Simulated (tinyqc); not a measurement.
Swing curve: thickness of the top film: thin-film optics by transfer matrices.

Indices N = n + i k. Snell: N0 sin(theta) = N_j sin(theta_j), with Im(N_j cos theta_j) >= 0. Admittance y_j = N_j cos theta_j for s and N_j/cos theta_j for p. Phase delta_j = 2 pi N_j cos theta_j d_j/lambda. Layer matrix [[cos delta, -i sin delta/y], [-i y sin delta, cos delta]], multiplied from the top down to M. (B, C) = M (1, y_sub); r = (y0 B - C)/(y0 B + C), R = |r|^2, T = 4 Re y0 Re y_sub/|y0 B + C|^2, absorbed in the films 1 - R - T.

Parameters, chosen for this exercise (indices near those of resist, ARC on Si; the results hold for these values, not for the real material):
```
symbol  value                  unit     meaning
lam     633                    nm       vacuum wavelength
n0      1                               ambient index
n       (1.648, 1.663, 3.901)           n of resist, ARC, substrate
k       (0, 0.019, 0.02)                k in the same order
d       (110, 25.6)            nm       thicknesses, top first
theta   75                     degrees  angle of incidence
pol     p                               polarisation
```

The first entry of d takes the values listed.

Stack:
```
d_1 (nm)       R       T  absorbed
110.0     0.3223  0.6695    0.0081
149.5     0.2105  0.7801    0.0095
189.0     0.0404  0.9481    0.0115
228.5     0.0259  0.9624    0.0117
268.0     0.1907  0.7995    0.0097
307.5     0.3152  0.6766    0.0082
347.0     0.3224  0.6695    0.0081
386.5     0.2106  0.7799    0.0095
426.0     0.0405  0.9480    0.0115
465.6     0.0261  0.9622    0.0117
505.1     0.1910  0.7993    0.0097
584.1     0.3223  0.6696    0.0081
```

Give the missing row, d_1 (nm) = 544.6.

Computed row:
```
d_1 (nm)       R       T  absorbed
544.6     0.3153  0.6765    0.0082
```

R swings between 0.0259 and 0.3224 on these points. The period is lambda/(2 Re(N_1 cos theta_1)) = 237.0 nm, six rows. The film does not absorb, so the swing repeats exactly. The swing ratio (max - min)/mean is 1.52.

tinyqc: `OMP_NUM_THREADS=1 python tinyqc.py 1652293 1652294 out.jsonl`; about 0.01 s, one thread, shared Intel(R) Xeon(R) Processor @ 2.30GHz.
